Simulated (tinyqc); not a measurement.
Strained Delta valleys, repopulation and conductivity mass: one step of the calculation.

A cubic crystal with three pairs of conduction valleys along x, y and z under uniaxial stress X along [110] (X > 0 is tension); current along [-110]. Non-degenerate electrons, fixed total density, one relaxation time for all valleys and stresses, masses unchanged by strain, so the mobility goes as the mean inverse mass.

Task. Conductivity mass and mobility. Inverse mass along the current d = [-110]: (n.d)^2/ml + (1 - (n.d)^2)/mt; mu/mu0 = sum f (1/m) over the plain mean of 1/m.

Values chosen for this exercise: longitudinal mass ml = 0.925 m0; transverse mass mt = 0.185 m0.

share f, valley x to z: 0.24506133  0.24506133  0.50987734

Wanted: 1/m along d; conductivity mass; unstrained value; mu/mu0.

Result.

1/m along d, valley x to z (1/m0): 3.2432  3.2432  5.4054
conductivity mass = 0.23011 m0
unstrained value = 0.25227 m0
mu/mu0 = 1.0963

The possible range, all electrons in one kind of valley, is 0.818 to 1.36.

Range of the model: Shear strain also changes the transverse masses of these valleys, which is left out.

Computed by the program tinyqc: `OMP_NUM_THREADS=1 python tinyqc.py 2530045 2530046 out.jsonl`, one thread of a shared Intel Xeon 2.30GHz, about 0.01 s for the whole run.
